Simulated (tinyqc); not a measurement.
Nucleation and growth against temperature: classical nucleation, growth and JMAK kinetics of crystallisation from a melt or glass. Computed by tinyqc, a small Python program. Command: `OMP_NUM_THREADS=1 python tinyqc.py 3021266 3021267 out.jsonl nucl walk`. One thread of a shared host (Intel(R) Xeon(R) Processor @ 2.30GHz), about 0.01 s of CPU time with the checks.

A spherical nucleus cap on a flat wall with a sharp interface of isotropic energy gamma; lambda = Omega^(1/3) is the jump distance.

Inputs (values chosen for the exercise, for a model substance): melting point T_m = 1640 K; heat of melting per volume H = 1800 J/cm^3; interface energy gamma = 0.201 J/m^2; atomic volume Omega = 28.3 angstrom^3; diffusion prefactor D0 = 9.1e-07 m^2/s; activation energy Q = 1.91 eV; contact angle theta = 60 degrees; wall area per volume S_v = 600000 1/m.

Nucleation: on a flat wall. Driving force: Turnbull (linear).

Constants: k_B = 1.380649e-23 J/K; k_B = 8.617333262e-05 eV/K.

Method:
- Driving force per volume: dG = H (T_m - T)/T_m.
- Shape factor f = (2 + cos theta)(1 - cos theta)^2/4.
- W(r) = f [4 pi r^2 gamma - (4/3) pi r^3 dG]; r* = 2 gamma/dG; W* = f 16 pi gamma^3/(3 dG^2); n* = f (4/3) pi r*^3/Omega.
- D = D0 exp(-Q/(k_B T)); attachment rate k+ = (A*/lambda^2) D/lambda^2 with A* = 2 pi r*^2 (1 - cos theta); Zeldovich factor Z = sqrt(W*/(3 pi k_B T))/n*; sites per volume N = S_v/lambda^2; I = N Z k+ exp(-W*/(k_B T)); lag time = 1/(4 pi Z^2 k+).
- Growth (Wilson-Frenkel): u = (D/lambda) [1 - exp(-dG Omega/(k_B T))].
- JMAK with steady nucleation and growth, nuclei spread at random: extended fraction X_e = (pi/3) I u^3 t^4, X = 1 - exp(-X_e); t_X = [-3 ln(1 - X)/(pi I u^3)]^(1/4); final grains per volume = Gamma(5/4) (3/pi)^(1/4) (I/u)^(3/4), Gamma(5/4) = 0.9064024771.
- Grain size = (grains per volume)^(-1/3). Rows are kept where W*/(k_B T) < 70.

Rates:
```
T (K)  W*/(k_B T)  I (1/(m^3 s))     u (m/s)   t_0.5 (s)  grain size (micrometre)
820         2.318     1.8462e+25  4.8723e-09  7.4615e-01               4.1808e-03
902         2.602     1.5474e+26  5.3487e-08  7.2714e-02               4.4726e-03
984         3.019     7.5691e+26  3.8277e-07  1.1175e-02               4.9189e-03
1066        3.639     2.2108e+27  1.9570e-06  2.5140e-03               5.6579e-03
1148        4.600     3.6005e+27  7.6137e-06  8.0336e-04               7.0340e-03
1230        6.182     2.5893e+27  2.3519e-05  3.7441e-04               1.0126e-02
1312        9.056     4.3675e+26  5.9141e-05  2.9257e-04               1.9898e-02
1394       15.152     2.5761e+24  1.2169e-04  6.1448e-04               8.5994e-02
1460       27.022     3.6156e+19  1.8458e-04  7.3453e-03               1.5592e+00
1509       49.361     1.1572e+10  2.2134e-04  1.5155e+00               3.8575e+02
```

What does the comparison show, and why?

Among these rows I peaks at 1148 K, u at 1509 K and the change is fastest at 1312 K, between the two. Growth has no barrier W*, so it peaks nearer T_m than nucleation. The grain size goes as (u/I)^(1/4), from 0.0042 micrometre at the lowest T to 390 at the highest. Caution: in the coldest rows the nucleus has under 20 atoms or the barrier is under 10 k_B T, where the capillary model and steady rates are only a guide.

Extremes, crossings and ranges named in words are read from the listed rows.
